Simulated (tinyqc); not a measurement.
## Convergence with the mesh in the empty well

In an empty well of width L and depth Vb, level k solves kw L/2 = (k - 1) pi/2 + arctan(sqrt((mw/mb)(Vb - E)/E)) with kw = sqrt(mw E/C), C = hbar^2/(2 m0). Mesh: N intervals across the well, hz = L/N, nodes at (i + 1/2) hz from an edge, mass (mw + mb)/2 on the interval that holds an interface, walls 3 L outside the edges; H_ii = C (1/m_(i-1/2) + 1/m_(i+1/2))/hz^2 + V_i, H_(i,i+1) = -C/(m_(i+1/2) hz^2). No field, no charge.

Parameters, values chosen for the exercise; material values close to those of In0.53Ga0.47As in InP: mass along z in the well mw = 0.0415 m0; mass along z in the barriers mb = 0.0817 m0; barrier height Vb = 0.252 eV; well width L = 18.9 nm.

Constants: q = 1.602176634e-19 C, hbar = 1.054571817e-34 J s, m0 = 9.1093837015e-31 kg, hbar^2/(2 m0) = 0.0380998212 eV nm^2. Results are converted to the units shown.

The same in every row: exact E1 (meV) = 15.46.

Result of one run:

| N | E1 on the mesh (meV) | error (%) |
|---|---|---|
| 8 | 13.59 | -12.1 |

What becomes of these results when the number of intervals N is changed from 8 to 32, all else the same?

Result of the changed run:

| N | E1 on the mesh (meV) | error (%) |
|---|---|---|
| 32 | 15.31 | -0.949 |

The whole series:

| N | E1 on the mesh (meV) | error (%) |
|---|---|---|
| 4 | 10.66 | -31.1 |
| 8 | 13.59 | -12.1 |
| 16 | 14.90 | -3.60 |
| 32 | 15.31 | -0.949 |
| 64 | 15.42 | -0.241 |
| 128 | 15.45 | -0.0603 |

The error goes from -31 % to -0.060 %; between N = 32 and 64 it shrinks by a factor of 3.9, the 4 of a second-order scheme.

tinyqc, about 0.2 s, one thread, Intel Xeon 2.30GHz (shared host): `OMP_NUM_THREADS=1 python tinyqc.py 2140051 2140052 out.jsonl`
